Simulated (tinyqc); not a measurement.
Reverse leakage of an n+-p junction: diffusion, generation, trap-assisted and band-to-band tunnelling: one step of the calculation.

One-sided abrupt junction in the depletion approximation, x from the junction (0) to W on the p side, field F = F0 (1 - x/W). Flat quasi-Fermi levels, long p side. Traps generate through SRH with both lifetimes shortened by 1 + Gamma (Hurkx enhancement, form for moderate fields); band-to-band generation is local and needs a total bending above Eg.

Task. Current components. u = (Vbi + VR)(1 - x/W)^2, p = Na exp(-u/Vt), n = Nd exp((u - Vbi - VR)/Vt); G0 = ni^2 (1 - exp(-VR/Vt))/(tau (n + p + 2 ni cosh(Et/Vt))); Gamma = 2 sqrt(3 pi)(F/FG) exp((F/FG)^2); trap-assisted part G0 Gamma; G_bb = Ab F^2.5 exp(-Bb/F) with F in V/cm, zero unless Vbi + VR > Eg, and counted as zero under 1 cm^-3 s^-1. 16 equal steps.

Each current is q times the trapezoid sum of its rate; J adds J_diff; J_bb under 1e-8 of the sum is given as 0.

Constants: q = 1.602176634e-19 C. Results are converted to the units shown.

```
point     x (nm)  G0 (cm^-3 s^-1)  G0 Gamma (cm^-3 s^-1)  G_bb (cm^-3 s^-1)
0        0.00000      3.7303519e8            8.6806255e8                  0
1       28.80424     8.9132970e14           1.9177872e15                  0
2       57.60848     5.5751410e16           1.1051773e17                  0
3       86.41272     5.5755059e16           1.0140066e17                  0
4      115.21696     5.5755059e16           9.2561747e16                  0
5      144.02120     5.5755059e16           8.3981496e16                  0
6      172.82545     5.5755059e16           7.5634392e16                  0
7      201.62969     5.5755059e16           6.7495994e16                  0
8      230.43393     5.5755059e16           5.9542822e16                  0
9      259.23817     5.5754904e16           5.1752100e16                  0
10     288.04241     5.5681472e16           4.4044157e16                  0
11     316.84665     4.4830367e16           2.9405997e16                  0
12     345.65089     3.0296332e15           1.5834293e15                  0
13     374.45513     1.1558829e14           4.5167548e13                  0
14     403.25937     1.0810501e13           2.8099450e12                  0
15     432.06361     2.6060257e12           3.3823538e11                  0
16     460.86786     1.6218450e12                      0                  0
```

J_diff = 1.1206986e-9 A/cm^2

Wanted: J_SRH; J_TAT; J_bb; J.

Result.

J_SRH = 2.5410e-7 A/cm^2
J_TAT = 3.3222e-7 A/cm^2
J_bb = 0 A/cm^2
J = 5.8744e-7 A/cm^2

Range of the model: The n+ side is degenerate, so Vbi from Boltzmann statistics is only a guide.

tinyqc, about 0.01 s, one thread, Intel Xeon 2.30GHz (shared host): `OMP_NUM_THREADS=1 python tinyqc.py 2290103 2290104 out.jsonl`
